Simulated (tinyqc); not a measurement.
Inside a calculation: phonon-assisted absorption at an indirect gap. Values are carried at full precision from step to step, so a last printed digit may differ when a step is redone from the rounded ones.

alpha(E) = sum_j A_j [N_j (E - Eg + w_j)^2 + (N_j + 1)(E - Eg - w_j)^2], each bracket counted only where its base is positive; N_j = 1/(exp(w_j/kB T) - 1). The first term absorbs a phonon and the second emits one; excitons and direct transitions are left out.

Constants: kB = 8.617333262e-05 eV/K.

Parameters, chosen for this exercise (loosely those of AlAs at room temperature; Eg is not tied to T; the results hold for these values, not for the real material):
```
symbol  value         unit         meaning
Eg      2.132         eV           indirect gap, held fixed unless listed
w       (46.4, 13.4)  meV          two zone-edge phonons
A       (5800, 640)   1/(cm eV^2)  their strengths
T       77            K
E       2.148         eV           photon energy
nr      3.12                       refractive index
d       100           micrometre   thickness
xj      0.63          micrometre   dead layer at the surface
W       1.5           micrometre   depleted width
L       23            micrometre   minority diffusion length below it
```

## The four branches at one energy

Evaluate the occupations and each term.

N_j: 0.0009193  0.1530

terms with phonon absorption (1/cm): 0.02076  0.08466

terms with phonon emission (1/cm): 0  0.004988

alpha = 0.1104 1/cm
wavelength hc/E (hc = 1239.841984 eV nm) = 577.2 nm

Phonon absorption supplies 95.5 % of alpha; the depth 1/alpha is 9.06e+04 micrometre.

## What a slab does with it

Slab of thickness d in air, incoherent passes: R = ((nr - 1)/(nr + 1))^2, x = exp(-alpha d); transmitted Tr = (1 - R)^2 x/(1 - R^2 x^2), reflected Rt = R + (1 - R)^2 R x^2/(1 - R^2 x^2), absorbed Ab = (1 - R)(1 - x)/(1 - R x).

d in cm is 1e-4 times the value in micrometres.

R = 0.2648
x = 0.9989
Tr = 0.5806
Rt = 0.4183
Ab = 0.0011

A single pass would absorb (1 - R)(1 - x) = 0.0008; the back face adds 0.0003.

## Quantum efficiency of a diode

Photodiode (Gaertner form with a dead layer): QE = (1 - R) exp(-alpha xj) [1 - exp(-alpha W)/(1 + alpha L)], R = ((nr - 1)/(nr + 1))^2; responsivity = QE/E in A/W for E in eV.

Evaluate the factors; 1 micrometre = 1e-4 cm.

passes the dead layer = 1.0000
collected share = 0.0003
QE = 0.0002
responsivity = 0.0001 A/W

Without diffusion from below the collected share would be 0.0000.

## Checks

- Tr + Rt + Ab against 1: both 1.000000.

Computed by tinyqc, a small Python program: `OMP_NUM_THREADS=1 python tinyqc.py 1680670 1680671 out.jsonl` (the numbers bound the seed that draws the inputs); one thread of a shared host (Intel(R) Xeon(R) Processor @ 2.30GHz), about 0.01 s for the whole set of steps.
